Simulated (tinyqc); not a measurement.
Electromigration in a confined line: Blech product, Korhonen stress evolution and Black's law: one step, computed by the program tinyqc. Command: `OMP_NUM_THREADS=1 python tinyqc.py 3009537 3009538 out.jsonl emigr walk`. One thread of a shared host (Intel(R) Xeon(R) Processor @ 2.30GHz), about 0.01 s of CPU time with the checks.

The electron wind pushes atoms from the cathode (x = 0) to the anode (x = L); blocking ends build a back stress (tension positive). The input rho is taken not to change with temperature. d sigma/dt = d/dx [kappa (d sigma/dx + G)], with zero flux at both ends and sigma = 0 at t = 0.

Task: Series terms at the cathode. sigma(x, t) = G L [1/2 - x/L - 4 sum_(m odd) cos(m pi x/L) exp(-m^2 pi^2 s)/(m pi)^2], s = t/tau, summed to m = 399. The terms at x = 0 are 4 exp(-m^2 pi^2 s)/(m pi)^2; tau = L^2/kappa.

Inputs (values chosen for the exercise, close to those used for copper lines): line length L = 35 um; test temperature T = 210 C; time as a fraction of L^2/kappa, s = 0.0057.

Start: stress-free.

stress gradient G = 10.03241 MPa/um

tau = 823.2069 h

Give: terms for m = 1, 3, 5, 7; cathode stress at time s; time t.

Result:

terms for m = 1, 3, 5, 7: 0.38311  0.027141  0.0039721  5.2529e-04

cathode stress at time s = 29.913 MPa

time t = 4.6923 h
